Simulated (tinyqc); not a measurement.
## Transit time and capacitance from two cut-off frequencies

Question. 1/(2 pi fT) = tauF + Vt C/JC, C the sum of the junction capacitances per area. Find C, tauF and the limit of fT at high current.

Inputs (values chosen for the exercise): temperature T = 250 K.

Constants: q = 1.602176634e-19 C, kB = 1.380649e-23 J/K, Vt = kB T/q. Results are converted to the units shown.

JC (mA/um^2): 0.047  0.38
fT (GHz): 25.295813  29.783128

Solution. The delay is a straight line in 1/JC with slope Vt C and intercept tauF.

C = 2.36 fF/um^2
tauF = 5.21 ps
limit of fT = 30.5 GHz

Numbers from tinyqc (`OMP_NUM_THREADS=1 python tinyqc.py 2320041 2320042 out.jsonl`; about 0.01 s on one thread of a shared Intel Xeon 2.30GHz).
